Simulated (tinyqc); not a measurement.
# Trench capacitor in an array: capacitance, non-linearity, leakage and relaxation: several studies

A film between two metal electrodes, each interface adding a series capacitance ci. The small-signal permittivity is ek (1 + aq E^2); the field is found with the linear permittivity. Leakage J = J0 sinh(E/Ef). After a voltage step the film passes a relaxation current kr C V tt^(-nr), tt being the time in seconds. The sidewall is a coaxial capacitor with radii a = dm/2 - t and b = dm/2, depth AR dm; the end face is left out.

Parameters, values chosen for the exercise; permittivity of the order of that of tantalum oxide:
```
symbol    value       unit                                                             meaning
ek         25.9                                              relative permittivity of the film
t             9         nm                                                      film thickness
ci         1000    uF/cm^2  capacitance of each electrode interface (dead layer and screening)
aq        0.012  cm^2/MV^2                     quadratic field coefficient of the permittivity
V           1.8          V                                                                bias
nr        0.927                                             exponent of the relaxation current
kr      0.00063                                                     strength of the relaxation
J0      7.2e-11     A/cm^2                                                   leakage prefactor
Ef         0.39      MV/cm                             field for an e-fold rise of the leakage
dm           54         nm                                                diameter of the hole
AR           70                                              aspect ratio, depth over diameter
pt          110         nm                                           pitch of the square array
rho        1800    uohm cm                                  resistivity of the inner electrode
t0         1e-7          s                                         duration of the write pulse
```

Constants: eps0 = 8.8541878128e-14 F/cm where lengths are in cm. Results are converted to the units shown.

Each table varies one quantity; the others keep the values above.

## Capacitance, non-linearity and leakage against thickness

Planar film: Cf = eps0 ek/t, 1/C = 1/Cf + 2/ci, EOT = 3.9 eps0/C, effective permittivity C t/eps0, E = (V/t) C/Cf; quadratic coefficient [C(V)/C - 1]/V^2 with Cf (1 + aq E^2) in C(V).

Capacitance, non-linearity and leakage against thickness:
```
t (nm)  C (uF/cm^2)  EOT (nm)  effective permittivity  E (MV/cm)  quadratic coefficient (ppm/V^2)  J (A/cm^2)
3.8          5.9629   0.57911                  25.591     4.6804                            79914   5.8645e-6
5.4          4.2110   0.82003                  25.682     3.3053                            40077   1.7257e-7
7.6          2.9993    1.1513                  25.745     2.3542                            20396   1.5062e-8
11           2.0761    1.6633                  25.792     1.6296                           9793.0   2.3488e-9
15           1.5242    2.2656                  25.821     1.1963                           5284.4  7.7193e-10
21           1.0896    3.1691                  25.844    0.85527                           2703.3  3.1862e-10
30          0.76324    4.5243                  25.860    0.59908                           1327.2  1.5953e-10
43          0.53274    6.4818                  25.872    0.41816                           646.93  9.2864e-11
60          0.38191    9.0417                  25.880    0.29977                           332.57  6.0955e-11
```

What does the table show?

C falls from 5.96 to 0.382 uF/cm^2 while the effective permittivity goes from 25.6 to 25.9 (ek = 25.9). EOT is a straight line in t with slope 3.9/ek = 0.151 and intercept 0.00691 nm. The quadratic coefficient goes as t^(-1.96) between the first two rows and t^(-2.00) between the last two (-2 without interfaces), and J falls by 4.98 decades. For t = 3.8 direct tunnelling, left out, would add to the leakage.

## Cell against the film thickness

Per length 1/c = ln(b/a)/(2 pi eps0 ek) + (1/a + 1/b)/(2 pi ci); cell capacitance c AR dm; per footprint over pt^2; fields c V/(2 pi eps0 ek r) at r = a and b; resistance of the inner electrode rho AR dm/(pi a^2); time constant R C/3 of the distributed line.

Results:
```
t (nm)  cell capacitance (fF)  per footprint (uF/cm^2)  field at a (MV/cm)  field at b (MV/cm)  R (kohm)  R C/3 (ps)
3                       45.54                    376.4               6.272               5.575     37.60       570.8
5.5                     23.71                    196.0               3.645               2.902     46.85       370.3
7.3                     17.17                    141.9               2.880               2.102     55.81       319.4
9.9                     11.87                    98.08               2.294               1.453     74.07       293.0
13                      8.261                    68.28               1.950               1.011     110.5       304.3
18                      4.942                    40.85               1.815              0.6050     267.4       440.5
```

Estimate the missing row, t = 4 nm.

Computed row:
```
t (nm)  cell capacitance (fF)  per footprint (uF/cm^2)  field at a (MV/cm)  field at b (MV/cm)  R (kohm)  R C/3 (ps)
4                       33.58                    277.5               4.825               4.110     40.94       458.3
```

With this row back in the table: As t goes from 3 to 18, the cell capacitance falls from 45.5 to 4.94 fF, the capacitance per footprint falls from 376 to 40.8 uF/cm^2, the ratio of the two fields rises from 1.13 to 3.00 and R C/3 goes from 571 through a minimum of 293 (at t = 9.9 among the rows listed) to 440 ps; the time constant goes as t^(-0.76) between the first two rows and t^(1.14) between the last two.

## Charge lost after writing

Planar film: Cf = eps0 ek/t, 1/C = 1/Cf + 2/ci, EOT = 3.9 eps0/C, effective permittivity C t/eps0, E = (V/t) C/Cf. A capacitor written for t0 and then left open loses, as a share of C V, kr (tt^(1 - nr) - t0^(1 - nr))/(1 - nr) by relaxation and J tt/(C V) by leakage; both are taken as small, and rows far outside that range are left out.

The same in every row: leakage current (nA/cm^2) = 5.918.

Charge lost after writing:
```
tt (s)  relaxation current (nA/cm^2)  loss by relaxation (%)  loss by leakage (%)  total loss (%)
1e-6                         1.049e6                 0.04870             1.297e-7         0.04870
1e-5                         1.241e5                  0.1063             1.297e-6          0.1063
0.0001                       1.468e4                  0.1745             1.297e-5          0.1745
0.001                           1736                  0.2551             1.297e-4          0.2553
0.01                           205.4                  0.3505             0.001297          0.3518
0.1                            24.30                  0.4634              0.01297          0.4764
1                              2.875                  0.5969               0.1297          0.7266
10                            0.3401                  0.7549                1.297           2.052
```

What does the table show?

The two currents are equal at tt = 0.459 s. The loss by relaxation grows from 0.0487 to 0.755 %, by 0.0576 points over the first decade and 0.158 over the last, while the loss by leakage grows tenfold a decade. Leakage is the larger loss for tt = 10 s.

Numbers from tinyqc (`OMP_NUM_THREADS=1 python tinyqc.py 2102092 2102093 out.jsonl`; about 0.01 s on one thread of a shared Intel Xeon 2.30GHz).
